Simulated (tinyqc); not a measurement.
Hall factor, magnetoresistance and optical conductivity for a power-law relaxation time: one step, computed by the program tinyqc.

One spherical parabolic band, tau(E) = tau_0 x^s with x = E/(k_B T). Landau quantisation is left out.

Task: Density and moments of tau. <y> = int y x^(3/2) f (1 - f) dx / int x^(3/2) f (1 - f) dx, f = 1/(1 + exp(x - eta)). Integrals over x = E/(k_B T) use 160 Gauss-Legendre points in u = sqrt(x) from 0 to sqrt(max(eta, 0) + 45). n = (2 m k_B T)^(3/2)/(3 pi^2 hbar^3) int x^(3/2) f (1 - f) dx; moments in units of tau_0.

Inputs (values chosen for the exercise, with a mass close to that of electrons in GaAs):
```
quantity,value,unit
effective mass m,0.067,m_0
exponent s,1.5,-
reduced Fermi level eta,-8,-
temperature T,350,K
```

Constants: m_0 = 9.1093837015e-31 kg; k_B = 1.380649e-23 J/K; hbar = 1.054571817e-34 J s.

Give: density n; <tau>/tau_0; <tau^2>/tau_0^2; <tau^3>/tau_0^3; <1/tau> tau_0.

Result:

density n = 1.839e+14 1/cm^3

<tau>/tau_0 = 4.514

<tau^2>/tau_0^2 = 39.38

<tau^3>/tau_0^3 = 541.7

<1/tau> tau_0 = 0.7521
